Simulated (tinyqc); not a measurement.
Propagation of a band-gap error through k.p and effective-mass formulas: one step. Binding energies and densities for both gaps. Four cases, with inputs chosen for the exercise.

Question. Use the values of the table.

Donor: R = Ry me/e0^2, a_B = a0 e0/me, Mott density (0.26/a_B)^3. Nc, Nv = 2 (m kT/(4 pi c))^(3/2), c = hbar^2/2m0, ni = sqrt(Nc Nv) exp(-E/2kT). Exciton: Ry mu/e0^2 with 1/mu = 1/me + g1(E). 1 angstrom^-3 = 1e24 cm^-3.

Constants: Ry = 13.60569312 eV; a0 (Bohr radius) = 0.5291772105 angstrom; kB = 8.617333262e-05 eV/K; hbar^2/2m0 = 3.80998211 eV angstrom^2.

Case 1.

Values chosen (reference values near those of InSb, gap at low temperature; the results hold for these values, not for the real material): mh = 0.64 m0 (density-of-states mass of the holes); T = 300 K (temperature); Eg = 0.234 eV (gap at Gamma to the s-like level); Eg2 = 0.19 eV (a wrong gap, of the size a hybrid functional can give).

Band values at the two gaps:
```
quantity,at Eg,at Eg2,ratio
me,0.0135202,0.0111770,0.82669
g*,-48.6548,-63.1665,-
g1,34.7600,42.3473,1.21828
g2,15.5000,19.2937,1.24475
light hole,0.0152068,0.0123556,0.81251
heavy hole,0.265957,0.265957,1.00000
ei,15.4700,15.8243,1.02290
e0,16.5400,16.8943,1.02142
```

Case 2.

Values chosen (reference values near those of ZnSe, gap at low temperature; the results hold for these values, not for the real material): mh = 0.62 m0 (density-of-states mass of the holes); T = 300 K (temperature); Eg = 2.775 eV (gap at Gamma to the s-like level); Eg2 = 1.165 eV (a wrong gap, of the size a semi-local functional can give).

Band values at the two gaps:
```
quantity,at Eg,at Eg2,ratio
me,0.107296,0.0501901,0.46777
g*,1.27058,-1.52489,-
g1,3.78000,7.78067,2.05838
g2,1.24000,3.24034,2.61317
light hole,0.159744,0.0701196,0.43895
heavy hole,0.769231,0.769231,1.00000
ei,5.91000,9.19857,1.55644
e0,8.77000,12.0586,1.37498
```

Case 3.

Values chosen (reference values near those of GaAs, gap at low temperature; the results hold for these values, not for the real material): mh = 0.62 m0 (density-of-states mass of the holes); T = 77 K (temperature); Eg = 1.49 eV (gap at Gamma to the s-like level); Eg2 = 0.566 eV (a wrong gap, of the size a semi-local functional can give).

Band values at the two gaps:
```
quantity,at Eg,at Eg2,ratio
me,0.0575567,0.0242652,0.42159
g*,-0.150980,-9.45022,-
g1,6.98000,16.4756,2.36040
g2,2.07000,6.81779,3.29362
light hole,0.0899281,0.0332103,0.36930
heavy hole,0.352113,0.352113,1.00000
ei,10.9100,15.8325,1.45119
e0,12.9000,17.8225,1.38159
```

Case 4.

Values chosen (reference values near those of CdTe, gap at low temperature; the results hold for these values, not for the real material): mh = 0.42 m0 (density-of-states mass of the holes); T = 300 K (temperature); Eg = 1.581 eV (gap at Gamma to the s-like level); Eg2 = 0.854 eV (a wrong gap, of the size a semi-local functional can give).

Band values at the two gaps:
```
quantity,at Eg,at Eg2,ratio
me,0.0870502,0.0518044,0.59511
g*,-0.933668,-5.65551,-
g1,5.28000,8.67223,1.64247
g2,1.70000,3.39611,1.99771
light hole,0.115207,0.0646644,0.56129
heavy hole,0.531915,0.531915,1.00000
ei,7.28000,9.35272,1.28471
e0,10.3900,12.4627,1.19949
```

Give: a table of quantity, at Eg, at Eg2, ratio.

Answer.

Case 1.

Results:
```
quantity,at Eg,at Eg2,ratio
R (meV),0.6724,0.5328,0.792
a_B (angstrom),647.4,799.9,1.24
Mott density (cm^-3),6.478e+13,3.435e+13,0.530
Nc (cm^-3),3.945e+16,2.965e+16,0.752
ni (cm^-3),7.708e+15,1.565e+16,2.03
exciton (meV),0.4574,0.3616,0.791
```

Power laws carry the error on: the donor energy (me/e0^2) by a factor of 0.792, the Mott density (cube of me/e0) by 0.530. ni, with its exponential, changes by a factor of 2.03, that is 0.3 decades. Where ni nears or passes Nc the Boltzmann form overstates it.

Case 2.

Results:
```
quantity,at Eg,at Eg2,ratio
R (meV),18.98,4.696,0.247
a_B (angstrom),43.25,127.1,2.94
Mott density (cm^-3),2.172e+17,8.552e+15,0.0394
Nc (cm^-3),8.820e+17,2.822e+17,0.320
ni (cm^-3),1.614e-05,3.046e+08,1.89e+13
exciton (meV),13.50,3.377,0.250
```

Power laws carry the error on: the donor energy (me/e0^2) by a factor of 0.247, the Mott density (cube of me/e0) by 0.0394. ni, with its exponential, changes by a factor of 1.89e+13, that is 13.3 decades.

Case 3.

Results:
```
quantity,at Eg,at Eg2,ratio
R (meV),4.706,1.039,0.221
a_B (angstrom),118.6,388.7,3.28
Mott density (cm^-3),1.054e+16,2.993e+14,0.0284
Nc (cm^-3),4.506e+16,1.233e+16,0.274
ni (cm^-3),4.640e-32,0.04206,9.06e+29
exciton (meV),3.357,0.7425,0.221
```

Power laws carry the error on: the donor energy (me/e0^2) by a factor of 0.221, the Mott density (cube of me/e0) by 0.0284. ni, with its exponential, changes by a factor of 9.06e+29, that is 30.0 decades.

Case 4.

Results:
```
quantity,at Eg,at Eg2,ratio
R (meV),10.97,4.538,0.414
a_B (angstrom),63.16,127.3,2.02
Mott density (cm^-3),6.976e+16,8.519e+15,0.122
Nc (cm^-3),6.445e+17,2.959e+17,0.459
ni (cm^-3),1.102e+05,9.539e+10,8.66e+05
exciton (meV),7.517,3.131,0.417
```

Power laws carry the error on: the donor energy (me/e0^2) by a factor of 0.414, the Mott density (cube of me/e0) by 0.122. ni, with its exponential, changes by a factor of 8.66e+05, that is 5.9 decades.

Computed by tinyqc, one run a case: `OMP_NUM_THREADS=1 python tinyqc.py N N+1 out.jsonl` with N = 1880907, 1881053, 1881093, 1881210; one thread of a shared Intel(R) Xeon(R) Processor @ 2.30GHz, about 0.01 s a run at most.
